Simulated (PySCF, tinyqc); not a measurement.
Worked calculation: MP2 on RHF in the sto-6g basis, frozen core, for B+, spin multiplicity 1. The lowest restricted solution is unstable here: a spin-polarised one lies 0.0000 hartree lower (PySCF). One step of it, computed by the program tinyqc.

Task: Integrals over molecular orbitals. (pq|rs) = sum C_ip C_jq C_kr C_ls (ij|kl), one index at a time.

coefficients C:
```
             MO1        MO2       MO3        MO4        MO5
1B 1s   0.996348  -0.287667  0.000000   0.000000   0.000000
1B 2s   0.013467   1.036958  0.000000   0.000000   0.000000
1B 2px  0.000000   0.000000  0.997211  -0.062856   0.040241
1B 2py  0.000000   0.000000  0.074629   0.833930  -0.546801
1B 2pz  0.000000   0.000000  0.000812   0.548279   0.836295
```

core Hamiltonian H = T + V (hartree), lower triangle:
```
             1B 1s      1B 2s     1B 2px     1B 2py     1B 2pz
1B 1s   -12.444477
1B 2s    -3.078069  -3.375648
1B 2px    0.000000   0.000000  -2.624950
1B 2py    0.000000   0.000000   0.000000  -2.624950
1B 2pz    0.000000   0.000000   0.000000   0.000000  -2.624950
```

Two-electron integrals (ij|kl) in chemists' order, unique and non-zero (hartree):
```
(11|11) 2.924993   (21|11) 0.480756   (21|21) 0.099484   (22|11) 0.743449
(22|21) 0.188967   (22|22) 0.544922   (31|31) 0.021096   (32|31) 0.030854
(32|32) 0.120443   (33|11) 0.743450   (33|21) 0.188967   (33|22) 0.544922
(33|33) 0.587109   (41|41) 0.021096   (42|41) 0.030854   (42|42) 0.120443
(43|43) 0.031641   (44|11) 0.743450   (44|21) 0.188967   (44|22) 0.544922
(44|33) 0.523827   (44|44) 0.587109   (51|51) 0.021096   (52|51) 0.030854
(52|52) 0.120443   (53|53) 0.031641   (54|54) 0.031641   (55|11) 0.743450
(55|21) 0.188967   (55|22) 0.544922   (55|33) 0.523827   (55|44) 0.523827
(55|55) 0.587109
```

Give: one-electron integrals over orbitals h = C^T H C; Two-electron integrals over orbitals.

Result:

one-electron integrals over orbitals h = C^T H C (hartree), lower triangle:
```
         1       2       3       4       5
1  -12.437
2    0.351  -2.823
3    0.000   0.000  -2.625
4    0.000   0.000   0.000  -2.625
5    0.000   0.000   0.000   0.000  -2.625
```

Two-electron integrals over orbitals (pq|rs), unique and non-zero (hartree); the lowest 1 orbital is frozen and left out:
```
(22|22) 0.528   (32|32) 0.113   (33|22) 0.535   (33|33) 0.587
(42|42) 0.113   (43|43) 0.032   (44|22) 0.535   (44|33) 0.524
(44|44) 0.587   (52|52) 0.113   (53|53) 0.032   (54|54) 0.032
(55|22) 0.535   (55|33) 0.524   (55|44) 0.524   (55|55) 0.587
```
